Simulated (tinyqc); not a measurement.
Propagation of a band-gap error through k.p and effective-mass formulas: sweeps and comparisons. A value that a table varies takes the place of the one given here.

Chain, for a gap E (the reference Eg or another value), with Ep and Dso kept: 1/me = 1 + Ep (E + 2 Dso/3)/(E (E + Dso)); g* = 2 - 2 Ep Dso/(3 E (E + Dso)); g1(E) = g1 + (Ep/3)(1/E - 1/Eg), g2(E) = g2 + (Ep/6)(1/E - 1/Eg), light hole 1/(g1 + 2 g2), heavy hole 1/(g1 - 2 g2) along [100]; optical constant ei(E) = 1 + (ei - 1)(EP/(EP + E - Eg))^2, static e0(E) = ei(E) + e0 - ei.

Donor: R = Ry me/e0^2, a_B = a0 e0/me, Mott density (0.26/a_B)^3. Nc, Nv = 2 (m kT/(4 pi c))^(3/2), c = hbar^2/2m0, ni = sqrt(Nc Nv) exp(-E/2kT). Exciton: Ry mu/e0^2 with 1/mu = 1/me + g1(E). 1 angstrom^-3 = 1e24 cm^-3.

Constants: Ry = 13.60569312 eV; a0 (Bohr radius) = 0.5291772105 angstrom; kB = 8.617333262e-05 eV/K; hbar^2/2m0 = 3.80998211 eV angstrom^2.

Parameters, chosen for this exercise (reference values near those of GaAs, gap at low temperature; shifted at random, so the results belong to these values and not to a real crystal): Eg = 1.513 eV (gap at Gamma to the s-like level); Dso = 0.341 eV (spin-orbit splitting); Ep = 26.1 eV (Kane energy); g1 = 7.01 (Luttinger gamma1); g2 = 2.07 (gamma2); e0 = 13.08 (static dielectric constant); ei = 10.96 (optical dielectric constant); EP = 5.18 eV (mean (Penn) gap); mh = 0.54 m0 (density-of-states mass of the holes); T = 300 K (temperature); Eg2 = 0.893 eV (a wrong gap, of the size a semi-local functional can give).

## The size of the error

E = f Eg; ratios against f = 1.

Results:
```
f     E (eV)  me ratio  light-hole ratio  e0 ratio  donor ratio  Mott ratio       g*  log10 ni ratio
0.25   0.378     0.291             0.244     1.487        0.132     0.00749  -19.809            9.13
0.40   0.605     0.441             0.393     1.358        0.239      0.0344   -8.361            7.36
0.60   0.908     0.634             0.593     1.215        0.429       0.142   -3.234            4.93
0.80   1.210     0.819             0.795     1.097        0.680       0.416   -1.160            2.48
1.00   1.513     1.000             1.000     1.000        1.000        1.00   -0.115            0.00
1.20   1.816     1.176             1.208     0.918        1.395        2.10    0.485           -2.49
1.50   2.269     1.433             1.524     0.818        2.140        5.37    0.999           -6.24
2.00   3.026     1.842             2.065     0.695        3.817        18.6    1.418          -12.51
```

What does this show, and why?

Between f = 0.8 and 1.2 the mean powers d ln(ratio)/d ln f are 0.89 for me, 1.03 for the light hole, -0.44 for e0, 1.77 for the donor energy and 3.99 for the Mott density; ni moves by -0.82 decades per 0.1 eV, against -0.1 eV/(2 kT ln 10) = -0.84 from the exponential alone, the rest coming from Nc through me^(3/4). g* changes sign between f = 1.00 and 1.20; the place of this zero hangs on remote bands, which are left out.

## What each input does

All at E = Eg2. Each row changes one parameter from the base and keeps the others.

Results:
```
case            me (m0)  light hole (m0)     e0  donor (meV)  exciton (meV)  log10 ni
base             0.0363           0.0523  15.97        1.937          1.384    10.618
Eg2 = 0.964 eV   0.0389           0.0565  15.58        2.179          1.557    10.044
Dso = 0.314 eV   0.0361           0.0523  15.97        1.926          1.378    10.616
Ep = 24.012 eV   0.0394           0.0541  15.97        2.099          1.477    10.644
g1 = 7.571       0.0363           0.0508  15.97        1.937          1.364    10.618
EP = 5.594 eV    0.0363           0.0523  15.72        2.000          1.429    10.618
ei = 11.837      0.0363           0.0523  16.23        1.876          1.341    10.618
mh = 0.583 m0    0.0363           0.0523  15.97        1.937          1.384    10.643
T = 276 K        0.0363           0.0523  15.97        1.937          1.384     9.912
```

What does this show?

The largest shifts from the base row, up to three for each result and ties (the steps differ in size, so this ranks the rows, not the parameters). me (m0): Ep +0.0030, Eg2 +0.0026, Dso -0.0002; unchanged at the printed digits by g1, EP, ei, mh and T. light hole (m0): Eg2 +0.0042, Ep +0.0018, g1 -0.0015; unchanged at the printed digits by Dso, EP, ei, mh and T. e0: Eg2 -0.39, EP -0.25, ei +0.25; unchanged at the printed digits by Dso, Ep, g1, mh and T. donor (meV): Eg2 +0.242, Ep +0.162, EP +0.063; unchanged at the printed digits by g1, mh and T. exciton (meV): Eg2 +0.173, Ep +0.094, EP +0.045; unchanged at the printed digits by mh and T. log10 ni: T -0.707, Eg2 -0.574, Ep +0.026; unchanged at the printed digits by g1, EP and ei.

Computed by tinyqc, a small Python program: `OMP_NUM_THREADS=1 python tinyqc.py 1880895 1880896 out.jsonl` (the numbers bound the seed that draws the inputs); one thread of a shared host (Intel(R) Xeon(R) Processor @ 2.30GHz), about 0.01 s for the whole set of steps.
